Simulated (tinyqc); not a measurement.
Charge imbalance from the loss of breakdown voltage.

Problem. In a superjunction of pillar doping N and length Lp an imbalance dl lowers BV by q |dl| N Lp^2/(4 eps0 eps_r), as long as the field reaches through the pillar. Find |dl| and the net dose error |dl| N wp.

Parameters, values chosen for the exercise: relative permittivity of the semiconductor eps_r = 11.9; width of each pillar wp = 3 um.

Constants: q = 1.602176634e-19 C, eps0 = 8.8541878128e-14 F/cm where lengths are in cm. Results are converted to the units shown.

BV balanced and BV measured (V): 460  432.98425
N = 8.2862082e15 cm^-3
Lp = 19.744308 um

Answer. The loss is linear in |dl|; its sign cannot be told from BV.

|dl| = 2.200 %
dose error = 5.469e10 cm^-2

Numbers from tinyqc (`OMP_NUM_THREADS=1 python tinyqc.py 2590029 2590030 out.jsonl`; about 0.01 s on one thread of a shared Intel Xeon 2.30GHz).
